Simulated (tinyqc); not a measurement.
# Pillar capacitor in an array: capacitance, non-linearity, leakage and relaxation: several studies

A film between two metal electrodes, each interface adding a series capacitance ci. The small-signal permittivity is ek (1 + aq E^2); the field is found with the linear permittivity. Leakage J = J0 sinh(E/Ef). After a voltage step the film passes a relaxation current kr C V tt^(-nr), tt being the time in seconds. The sidewall is a coaxial capacitor with radii a = dm/2 and b = dm/2 + t, depth AR dm; the end face is left out.

Values chosen for this exercise; permittivity of the order of that of titanium dioxide: relative permittivity of the film ek = 79.4; film thickness t = 6.4 nm; capacitance of each electrode interface (dead layer and screening) ci = 1000 uF/cm^2; quadratic field coefficient of the permittivity aq = 0.013 cm^2/MV^2; bias V = 1.9 V; exponent of the relaxation current nr = 0.938; strength of the relaxation kr = 0.00023; leakage prefactor J0 = 2.2e-10 A/cm^2; field for an e-fold rise of the leakage Ef = 0.38 MV/cm; aspect ratio, depth over diameter AR = 50; pitch of the square array pt = 170 nm; resistivity of the inner electrode rho = 1300 uohm cm; duration of the write pulse t0 = 1e-7 s.

Constants: eps0 = 8.8541878128e-14 F/cm where lengths are in cm. Results are converted to the units shown.

Each table varies one quantity; the others keep the values above.

## Capacitance, non-linearity and leakage against thickness

Planar film: Cf = eps0 ek/t, 1/C = 1/Cf + 2/ci, EOT = 3.9 eps0/C, effective permittivity C t/eps0, E = (V/t) C/Cf; quadratic coefficient [C(V)/C - 1]/V^2 with Cf (1 + aq E^2) in C(V).

Capacitance, non-linearity and leakage against thickness:
```
t (nm)  C (uF/cm^2)  EOT (nm)  effective permittivity  E (MV/cm)  quadratic coefficient (ppm/V^2)  J (A/cm^2)
7.1           9.709    0.3556                   77.86      2.624                          2.427e4    1.098e-7
9.2           7.527    0.4588                   78.20      2.034                          1.466e4    2.324e-8
12            5.791    0.5963                   78.48      1.565                             8715    6.759e-9
16            4.356    0.7928                   78.71      1.177                             4946    2.431e-9
21            3.325     1.038                   78.87     0.8987                             2889    1.161e-9
27            2.590     1.333                   78.99     0.7001                             1756   6.768e-10
35            2.001     1.726                   79.08     0.5407                             1049   4.299e-10
46            1.524     2.266                   79.16     0.4118                            608.8   2.879e-10
60            1.169     2.954                   79.21     0.3159                            358.6   2.047e-10
```

C falls from 9.71 to 1.17 uF/cm^2 while the effective permittivity goes from 77.9 to 79.2 (ek = 79.4). EOT is a straight line in t with slope 3.9/ek = 0.0491 and intercept 0.00691 nm. The quadratic coefficient goes as t^(-1.94) between the first two rows and t^(-1.99) between the last two (-2 without interfaces), and J falls by 2.73 decades.

## Cell against the diameter of the pillar

Per length 1/c = ln(b/a)/(2 pi eps0 ek) + (1/a + 1/b)/(2 pi ci); cell capacitance c AR dm; per footprint over pt^2; fields c V/(2 pi eps0 ek r) at r = a and b; resistance of the inner electrode rho AR dm/(pi a^2); time constant R C/3 of the distributed line. The pitch is scaled as pt dm/(76 nm).

Cell against the diameter of the pillar:
```
dm (nm)  cell capacitance (fF)  per footprint (uF/cm^2)  field at a (MV/cm)  field at b (MV/cm)  R (kohm)  R C/3 (ps)
17                       6.538                    452.1               3.892               2.220     48.68       106.1
22                       10.36                    427.8               3.683               2.328     37.62       129.9
30                       18.24                    405.0               3.486               2.444     27.59       167.7
40                       31.13                    388.8               3.347               2.536     20.69       214.7
53                       52.94                    376.7               3.243               2.612     15.62       275.5
71                       92.56                    367.0               3.159               2.677     11.66       359.6
96                       165.7                    359.4               3.094               2.730     8.621       476.3
130                      299.2                    353.8               3.046               2.773     6.366       634.8
```

As dm goes from 17 to 130, the cell capacitance rises from 6.54 to 299 fF, the capacitance per footprint falls from 452 to 354 uF/cm^2, the ratio of the two fields falls from 1.75 to 1.10 and R C/3 rises from 106 to 635 ps; the time constant goes as dm^(0.79) between the first two rows and dm^(0.95) between the last two.

## Charge lost after writing

Planar film: Cf = eps0 ek/t, 1/C = 1/Cf + 2/ci, EOT = 3.9 eps0/C, effective permittivity C t/eps0, E = (V/t) C/Cf. A capacitor written for t0 and then left open loses, as a share of C V, kr (tt^(1 - nr) - t0^(1 - nr))/(1 - nr) by relaxation and J tt/(C V) by leakage; both are taken as small, and rows far outside that range are left out.

The same in every row: leakage current (nA/cm^2) = 229.8.

Result of one run:
```
tt (s)  relaxation current (nA/cm^2)  loss by relaxation (%)  loss by leakage (%)  total loss (%)
1e-5                         2.301e5                 0.04513             1.125e-5         0.04514
```

What becomes of these results when the time since the start of the write pulse tt is changed from 1e-5 to 0.1 s, all else the same?

Result of the changed run:
```
tt (s)  relaxation current (nA/cm^2)  loss by relaxation (%)  loss by leakage (%)  total loss (%)
0.1                            40.72                  0.1851               0.1125          0.2976
```

The whole series:
```
tt (s)  relaxation current (nA/cm^2)  loss by relaxation (%)  loss by leakage (%)  total loss (%)
1e-6                         1.994e6                 0.02096             1.125e-6         0.02096
1e-5                         2.301e5                 0.04513             1.125e-5         0.04514
0.0001                       2.654e4                 0.07301             1.125e-4         0.07312
0.001                           3061                  0.1052             0.001125          0.1063
0.01                           353.0                  0.1423              0.01125          0.1535
0.1                            40.72                  0.1851               0.1125          0.2976
1                              4.697                  0.2344                1.125           1.360
```

The two currents are equal at tt = 0.0158 s. The loss by relaxation grows from 0.0210 to 0.234 %, by 0.0242 points over the first decade and 0.0494 over the last, while the loss by leakage grows tenfold a decade. Leakage is the larger loss for tt = 1 s.

Computed by the program tinyqc: `OMP_NUM_THREADS=1 python tinyqc.py 2102070 2102071 out.jsonl`, one thread of a shared Intel Xeon 2.30GHz, about 0.01 s for the whole run.
